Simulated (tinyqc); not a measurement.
Length of a molecular wire: coherent transport through a tight-binding bridge. Computed by the program tinyqc. T = Gamma_L Gamma_R |G_1n|^2 with the self-energies of semi-infinite chains.

A uniform bridge between two chains:
```
parameter                        value
site energy (eV)              1.860000
hopping in the bridge (eV)    0.560000
lead hopping (eV)             2.440000
couplings (eV)              0.68, 0.73
E (eV)                        0.110000
```

Transmission against length:
```
sites           T     ln T
2      6.5436e-03   -5.029
3      8.5524e-04   -7.064
4      1.1199e-04   -9.097
5      1.4668e-05  -11.130
6      1.9212e-06  -13.163
7      2.5165e-07  -15.195
8      3.2961e-08  -17.228
10     5.6549e-10  -21.293
```

Estimate the missing row, sites = 9.

Computed row:
```
sites           T     ln T
9      4.3173e-09  -19.261
```

E lies outside the band of the bridge (|E - e|/2h = 1.562 > 1), so T decays as exp(-beta n) with beta = 2 arccosh(1.562) = 2.0327 a site; the last two rows give 2.0327.
